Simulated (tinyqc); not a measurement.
Specific resistance of a metal-semiconductor contact and its transmission-line measurement: one step, computed by the program tinyqc. Command: `OMP_NUM_THREADS=1 python tinyqc.py 3001369 3001370 out.jsonl contact walk`. One thread of a shared host (Intel(R) Xeon(R) Processor @ 2.30GHz), about 0.01 s of CPU time with the checks.

The barrier is parabolic (depletion approximation), energies E are normal energies counted from the band edge in the neutral semiconductor (downwards for holes), and the bias is zero. xi is an input, held fixed when other inputs move.

Question. Tunnelling energy and barrier. E_00 = (e hbar/2) sqrt(N/(eps eps_0 m)); band bending E_b = phi_B + xi; depletion width w = sqrt(2 eps eps_0 E_b/(e^2 N)).

Inputs (values chosen for the exercise, modelled on n-type 4H-SiC):

| quantity | value | unit |
|---|---|---|
| tunnelling mass m | 0.28 | m_0 |
| permittivity eps | 9.7 | - |
| barrier height phi_B | 1.2 | eV |
| doping N | 2.5e+18 | 1/cm^3 |
| Fermi level above the band edge in the bulk, xi | -0.12 | eV |
| temperature T | 500 | K |

Image-force lowering: left out.

Constants: hbar = 1.054571817e-34 J s; eps_0 = 8.8541878128e-12 F/m; m_0 = 9.1093837015e-31 kg; k_B = 8.617333262e-05 eV/K; e = 1.602176634e-19 C.

Give: E_00; E_00/k_B T; depletion width; barrier used, above the bulk band edge.

Answer.

E_00 = 17.81 meV

E_00/k_B T = 0.4134

depletion width = 21.52 nm

barrier used, above the bulk band edge = 1.08 eV

By the usual rule this is thermionic emission (E_00 < 0.5 k_B T).
